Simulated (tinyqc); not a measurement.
Worked calculation: Luttinger-Kohn k.p, four valence bands. Computed by tinyqc, a small Python program that keeps every step. Settings: g1 = 9.27, g2 = 1.39, g3 = 3.18. Command: `OMP_NUM_THREADS=1 python tinyqc.py 25319 25320 out.jsonl` (the two numbers bound the seeds that draw the settings). One thread of a shared host (Intel(R) Xeon(R) Processor @ 2.60GHz), about 0.01 s of CPU time with the checks.

## Bloch Hamiltonian at k

Luttinger parameters chosen for this model; energies are counted downward from the top of the valence band:
```
parameter     value  unit
g1         9.270000
g2         1.390000
g3         3.180000
```

k point k (1/angstrom): -0.020000  -0.024000  -0.016000

P = c g1 k^2, Q = c g2 (kx^2 + ky^2 - 2 kz^2), R = c sqrt3 [-g2 (kx^2 - ky^2) + 2i g3 kx ky], S = 2 c sqrt3 g3 (kx - i ky) kz, c = hbar^2/2m = 3.809982 eV angstrom^2; rows [P+Q, -S, R, 0], [-S*, P-Q, 0, R], [R*, 0, P-Q, S], [0, R*, S*, P+Q]. The path ends lie at |k| = 0.07 1/angstrom.

H(k) at k (eV), lower triangle (Hermitian):
```
                      3/2                 1/2                -1/2      -3/2
3/2              0.045970
1/2   -0.013430-0.016117i            0.041055
-1/2   0.001614-0.020146i            0.000000            0.041055
-3/2             0.000000  0.001614-0.020146i  0.013430+0.016117i  0.045970
```

## Levels at k

Diagonalise the Hermitian matrix.

eigenvalues (eV): 0.014279  0.014279  0.072746  0.072746

## Bands along a path

The same steps at evenly spaced points between the labelled ones.

Bands along the path (eV):
```
k               band 1    band 2    band 3    band 4
[111]         0.054327  0.054327  0.291795  0.291795
[111]-G 0.25  0.030559  0.030559  0.164135  0.164135
[111]-G 0.50  0.013582  0.013582  0.072949  0.072949
[111]-G 0.75  0.003395  0.003395  0.018237  0.018237
G             0.000000  0.000000  0.000000  0.000000
G-[100] 0.25  0.007573  0.007573  0.014060  0.014060
G-[100] 0.50  0.030290  0.030290  0.056240  0.056240
G-[100] 0.75  0.068153  0.068153  0.126540  0.126540
[100]         0.121161  0.121161  0.224960  0.224960
```

## Hole masses

E = c [g1 k^2 -/+ 2 sqrt(g2^2 k^4 + 3 (g3^2 - g2^2)(kx^2 ky^2 + ky^2 kz^2 + kz^2 kx^2))] with c = hbar^2/2m, and m* = hbar^2 k^2 / (2 E).

Masses (electron masses):
```
direction     heavy     light
[100]      0.154083  0.082988
[110]      0.278599  0.066887
[111]      0.343643  0.063980
```
